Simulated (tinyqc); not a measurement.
Gate-all-around wire with two subbands, quantum capacitance: two steps of the calculation.

phi is the Fermi level above the lowest subband edge, in volts; Vg is counted from the gate voltage at which an empty wire would have phi = 0. Both directions of motion are filled (equilibrium).

Values chosen for this exercise: temperature T = 300 K; relative permittivity of the gate insulator (close to hafnium oxide) eox = 22.6; insulator thickness tox = 2.6 nm; mass along the wire md = 0.23 m0; valley degeneracy gv = 1; second subband above the first E2 = 0.23 eV; orbital degeneracy of the second subband g2 = 1; radius of the wire rw = 4.2 nm.

Constants: q = 1.602176634e-19 C, kB = 1.380649e-23 J/K, hbar = 1.054571817e-34 J s, m0 = 9.1093837015e-31 kg, Vt = kB T/q, eps0 = 8.8541878128e-14 F/cm where lengths are in cm. Results are converted to the units shown.

Question 1. Gate capacitance. Cox = 2 pi eps0 eox/ln(1 + tox/rw) per length.

Wanted: Cox.

Answer 1.

Cox = 26.09 pF/cm

Question 2. Charge and capacitances at the solution. N1 = gv sqrt(2 md m0 kB T/(pi hbar^2)); n1 = N1 F(phi/Vt), n2 = g2 N1 F((phi - E2)/Vt), n = n1 + n2, F(e) = (1/sqrt(pi)) int_0^infinity u^(-1/2) du/(1 + exp(u - e)); Cq = q dn/dphi = (q N1/Vt) [F'(phi/Vt) + g2 F'((phi - E2)/Vt)]. 1/C_G = 1/Cox + 1/(Cq); dphi/dVg = Cox/(Cox + Cq).

converged phi = 0.55405237 V
Cox = 26.093715 pF/cm

Wanted: n; Cq; C_G; dphi/dVg.

Answer 2.

n = 2.0512e7 cm^-1
Cq = 3.9079 pF/cm
C_G = 3.3989 pF/cm
dphi/dVg = 0.86974

Cq is 0.150 times Cox, so C_G is 13.0 % of Cox; 81.5 % of the gate voltage has gone into phi.

tinyqc, about 0.01 s, one thread, Intel Xeon 2.30GHz (shared host): `OMP_NUM_THREADS=1 python tinyqc.py 2200110 2200111 out.jsonl`
